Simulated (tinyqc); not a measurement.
Transistor under a ferroelectric capacitor (negative capacitance), static model: one step of the calculation.

A ferroelectric film of thickness tf lies between the gate and an inner metal at potential v, which drives an ordinary transistor. One domain, P = Q (background permittivity neglected): Vg = v + tf (2 al Q + 4 be Q^3), al = -3 sqrt(3) Ec/(4 Pr), be = 3 sqrt(3) Ec/(8 Pr^3). Gate charge Q(v) = Qi + Cp v with the channel charge Qi = Cox n Vt ln(1 + exp((v - VT)/(n Vt))). Q in uC/cm^2, E in kV/cm; 1 nm times 1 kV/cm is 1e-4 V. Domains, leakage and the switching time are left out.

Question. Landau coefficients and capacitance at zero charge. al = -3 sqrt(3) Ec/(4 Pr), be = 3 sqrt(3) Ec/(8 Pr^3); C_FE(0) = 1/(2 al tf); far below threshold the gain is 1/(1 + 2 al tf Cp) near Q = 0 and the swing n Vt ln 10/gain.

Values chosen for this exercise; Pr and Ec close to those of hafnium oxide based films:

| symbol | value | unit | meaning |
|---|---|---|---|
| T | 300 | K | temperature |
| Pr | 24 | uC/cm^2 | remanent polarisation |
| Ec | 1000 | kV/cm | coercive field |
| Cp | 0.21 | uF/cm^2 | overlap capacitance per gate area |
| n | 1.2 |  | subthreshold factor of the inner transistor |
| tf | 27 | nm | ferroelectric thickness |

Constants: q = 1.602176634e-19 C, kB = 1.380649e-23 J/K, Vt = kB T/q. Results are converted to the units shown.

Wanted: al; be; C_FE(0); gain near Q = 0; swing.

Answer.

al = -54.13 kV cm/uC
be = 0.04698 kV cm^5/uC^3
C_FE(0) = -3.421 uF/cm^2
gain near Q = 0 = 1.065
swing = 67.05 mV/decade

Program tinyqc, `OMP_NUM_THREADS=1 python tinyqc.py 2860058 2860059 out.jsonl`; Intel Xeon 2.30GHz, shared host, one thread, about 0.02 s.
